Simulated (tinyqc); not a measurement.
Shallow donor in an anisotropic valley (effective-mass theory): one step. The minimum. Three cases, with inputs chosen for the exercise.

Task: Minimise over a and b. The Mott estimate n_c = (0.25/a_m)^3 uses a_m = (a^2 b)^(1/3); 1/angstrom^3 = 1e24/cm^3.

One valley: H = -c [(d2/dx2 + d2/dy2)/mt + (d2/dz2)/ml] - q/(eps r), c = hbar^2/2m0, q = e^2/(4 pi eps0). Trial function exp(-sqrt((x^2 + y^2)/a^2 + z^2/b^2)) with a > b: T = (c/3)(2/(mt a^2) + 1/(ml b^2)), V = -(q/eps) atan(u/b)/u, u = sqrt(a^2 - b^2). The central cell of the impurity is left out.

Constants: hbar^2/2m0 = 3.80998211 eV angstrom^2; e^2/(4 pi eps0) = 14.39964547 eV angstrom.

Give: a; b; E; a_m; n_c.

Case 1.

Values chosen (out of a larger set: near those of a group-V donor in Si; not measured data):
- ml = 0.902 m0 (longitudinal mass)
- mt = 0.184 m0 (transverse mass)
- eps = 11.4 (dielectric constant)

Result:

a = 24.46 angstrom
b = 13.96 angstrom
E = -30.290 meV
a_m = 20.29 angstrom
n_c = 1.87 x 1e18/cm^3

b/a = 0.571. The binding energy is 1.572 times Ry*(mt). The central cell of a real donor shrinks the orbit and raises n_c (3.7 x 1e18/cm^3 for P in Si).

Case 2.

Values chosen (out of a larger set: near those of AlAs; not measured data):
- ml = 1.143 m0 (longitudinal mass)
- mt = 0.189 m0 (transverse mass)
- eps = 10.4 (dielectric constant)

Result:

a = 21.04 angstrom
b = 11.17 angstrom
E = -39.256 meV
a_m = 17.04 angstrom
n_c = 3.16 x 1e18/cm^3

b/a = 0.531. The binding energy is 1.651 times Ry*(mt). The central cell of a real donor shrinks the orbit and raises n_c.

Case 3.

Values chosen (out of a larger set: near those of a group-V donor in Si; not measured data):
- ml = 0.946 m0 (longitudinal mass)
- mt = 0.192 m0 (transverse mass)
- eps = 11.8 (dielectric constant)

Result:

a = 24.25 angstrom
b = 13.82 angstrom
E = -29.536 meV
a_m = 20.10 angstrom
n_c = 1.92 x 1e18/cm^3

b/a = 0.570. The binding energy is 1.574 times Ry*(mt). The central cell of a real donor shrinks the orbit and raises n_c (3.7 x 1e18/cm^3 for P in Si).

Computed by tinyqc, one run a case: `OMP_NUM_THREADS=1 python tinyqc.py N N+1 out.jsonl` with N = 1251175, 1251366, 1251448; one thread of a shared Intel(R) Xeon(R) Processor @ 2.30GHz, about 0.01 s a run at most.
